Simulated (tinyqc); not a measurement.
From results back to parameters: carrier statistics of a doped semiconductor with parabolic bands. Two cases, with inputs chosen for the exercise.

Problem. With Boltzmann statistics and no minority carriers, n (n + NA)/(ND - NA - n) = K(T) = (N(T)/2) exp(-E/kB T), E the ionisation energy of the majority dopant and N = 2 (m kB T/(4 pi c))^(3/2) with c = hbar^2/2m0, in 1/angstrom^3; times 1e24 for 1/cm^3, m = m_d. E = ED is known; the two densities were computed from hidden ND and NA.

Constants: hbar^2/2m0 = 3.80998211 eV angstrom^2; kB = 8.617333262e-05 eV/K.

Find: K(Ta), K(Tb); ND; NA.

Method. Each temperature gives one linear equation, K ND - (K + n) NA = n^2 + K n; solve the pair.

Case 1.

Values chosen (near those of Ge; the results hold for these values, not for the real material): ED = 0.0123 eV (donor level below Ec); m_d = 0.551 m0 (density-of-states mass of the majority band); Ta = 19 K; Tb = 40 K.

n(Ta) = 2.332003e+13 1/cm^3
n(Tb) = 2.998615e+15 1/cm^3

Solution.

K(Ta), K(Tb) (1/cm^3): 4.468e+13  7.046e+15

ND = 6.70e+16 1/cm^3
NA = 4.40e+16 1/cm^3

Case 2.

Values chosen (near those of GaSb; the results hold for these values, not for the real material): ED = 0.00299 eV (donor level below Ec); m_d = 0.039 m0 (density-of-states mass of the majority band); Ta = 10 K; Tb = 22 K.

n(Ta) = 4.753984e+13 1/cm^3
n(Tb) = 1.324258e+14 1/cm^3

Solution.

K(Ta), K(Tb) (1/cm^3): 1.830e+13  3.964e+14

ND = 1.80e+14 1/cm^3
NA = 2.50e+12 1/cm^3

Computed by tinyqc, one run a case: `OMP_NUM_THREADS=1 python tinyqc.py N N+1 out.jsonl` with N = 1651712, 1651740; one thread of a shared Intel(R) Xeon(R) Processor @ 2.30GHz, about 0.02 s a run at most.
